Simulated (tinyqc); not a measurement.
Energy against coordination: Tersoff bond-order potential. Computed by tinyqc, a small Python program. Command: `OMP_NUM_THREADS=1 python tinyqc.py 3009275 3009276 out.jsonl tersoff walk`. One thread of a shared host (Intel(R) Xeon(R) Processor @ 2.30GHz), about 0.01 s of CPU time with the checks.

E = (1/2) sum_(i, j != i) [A exp(-lambda r_ij) - b_ij B exp(-mu r_ij)], b_ij = (1 + (beta zeta_ij)^n)^(-1/(2n)), zeta_ij = sum_(k != i, j) g(theta_ijk), g = 1 + c^2/d^2 - c^2/(d^2 + (h - cos theta)^2), with theta at atom i. Only nearest neighbours count (cut-off function 1 for them, 0 beyond).

Inputs (values chosen for the exercise, modelled on germanium):

| quantity | value | unit |
|---|---|---|
| A | 1777.8 | eV |
| B | 414.81 | eV |
| lambda | 2.4451 | 1/angstrom |
| mu | 1.7047 | 1/angstrom |
| beta | 9.07e-07 | - |
| n | 0.7671 | - |
| c | 109600 | - |
| d | 15.63 | - |
| h | -0.4324 | - |

Method. Angles seen from one bond (cos theta: count): chain -1: 1; graphitic -1/2: 2; diamond -1/3: 3; square net 0: 2, -1: 1; simple cubic 0: 4, -1: 1; bcc 1/3: 3, -1/3: 3, -1: 1; fcc 1/2: 4, 0: 2, -1/2: 4, -1: 1. With z equal bonds of order b, r = ln(lambda A/(mu b B))/(lambda - mu) and E per atom = -(z/2) b B exp(-mu r)(1 - mu/lambda).

Relaxed structures:

| structure | z | zeta | b | r (angstrom) | E per atom (eV) | E per bond (eV) |
|---|---|---|---|---|---|---|
| dimer | 1 | 0 | 1.0000 | 2.4527 | -0.9597 | -1.9193 |
| chain | 2 | 6.4760e+04 | 0.9322 | 2.5475 | -1.5223 | -1.5223 |
| graphitic | 3 | 1.8415e+03 | 0.9952 | 2.4592 | -2.8337 | -1.8891 |
| diamond | 4 | 5.9288e+03 | 0.9883 | 2.4686 | -3.6928 | -1.8464 |
| square net | 4 | 1.3997e+05 | 0.8854 | 2.6171 | -2.5682 | -1.2841 |
| simple cubic | 6 | 2.1518e+05 | 0.8490 | 2.6739 | -3.3532 | -1.1177 |
| bcc | 8 | 4.2389e+05 | 0.7744 | 2.7981 | -3.2999 | -0.8250 |
| fcc | 12 | 8.4110e+05 | 0.6787 | 2.9763 | -3.2015 | -0.5336 |

The lowest are diamond, simple cubic and bcc, the first two 0.340 eV apart. The bond order falls from 1 to 0.679 and the bond weakens from -1.92 to -0.53 eV, as b^(lambda/(lambda - mu)) with exponent 3.30. With the same z = 4 the square net lies 1.12 eV above diamond, from its angles alone. Caution: in bcc and other dense structures second neighbours can fall inside the usual cut-off; they are left out here.

Extremes, crossings and ranges named in words are read from the listed rows.
